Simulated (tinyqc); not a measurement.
One anharmonic mode: perturbation theory, self-consistent phonons and exact levels. Which input was changed? Computed by tinyqc, a small Python program. Command: `OMP_NUM_THREADS=1 python tinyqc.py 3004025 3004026 out.jsonl scp which`. One thread of a shared host (Intel(R) Xeon(R) Processor @ 2.30GHz), about 0.2 s of CPU time with the checks.

V(x) = k x^2/2 + b x^4 for one coordinate x of mass M. A constant K > 0 gives hbar Omega = sqrt((hbar^2/u) K/M) with K in eV/angstrom^2 and M in u.

Inputs (values chosen for the exercise, for a model mode):

| quantity | value | unit |
|---|---|---|
| mode mass M | 72.5 | u |
| harmonic constant k | -5.38 | eV/angstrom^2 |
| quartic constant b | 102 | eV/angstrom^4 |
| temperature T | 270 | K |
| mixing | 0.25 | - |

Shape: double well.

Constants: hbar^2/u = 4.18015928e-03 eV angstrom^2; k_B = 8.617333262e-05 eV/K.

Method:
- Self-consistent phonon, centred at x = 0: K = k + 12 b <x^2>, <x^2> = (hbar Omega/(2K)) coth(hbar Omega/(2 k_B T)).
- Start at K = |k|; K(new) = K + mixing x (K_out - K), but at least K/20; stop when |K_out - K| < 1e-9 |k| or after 90 steps.
- Its free energy is F = k_B T ln[2 sinh(hbar Omega/(2 k_B T))] + (k - K)<x^2>/2 + 3 b <x^2>^2, an upper bound to the exact one.
- Basis: oscillator states n of the constant |k|, with x = s (a + a+), s^2 = hbar Omega/(2|k|); H = hbar Omega (n + 1/2) + (k - |k|) x^2/2 + b x^4, with exact matrix elements of x^2 and x^4.
- Exact values use 120 basis states: F = -k_B T ln sum exp(-E_n/(k_B T)), and <x^2> is the Boltzmann mean.

Task: One of these inputs alone was changed, within the range given: mode mass M (36.25 to 145); harmonic constant k (-10.76 to -2.69); quartic constant b (51 to 204); temperature T (135 to 540). Which one, and to what value?

Results:

| run | E_1 - E_0 (meV) | self-consistent <x^2> (angstrom^2) | self-consistent quantum (meV) |
|---|---|---|---|
| before | 1.997464 | 0.007137518 | 13.91103 |
| after | 0.825942 | 0.007816229 | 13.27638 |

Result:

Each candidate set to reproduce E_1 - E_0, and what it then gives:

| candidate | range searched | value needed | self-consistent <x^2> (angstrom^2) | self-consistent quantum (meV) |
|---|---|---|---|---|
| mode mass M (u) | 36.25 to 145 | 110.1 | 0.0071178 | 11.249 |
| harmonic constant k (eV/angstrom^2) | -10.76 to -2.69 | -6.510 | 0.0078162 | 13.276 |
| quartic constant b (eV/angstrom^4) | 51 to 204 | 78.44 | 0.0086449 | 12.608 |
| temperature T (K) | 135 to 540 | no effect | - | - |

Only harmonic constant k fits every result: it went from -5.38 to -6.51 eV/angstrom^2. The next best candidate, quartic constant b, misses one result by 11 %.
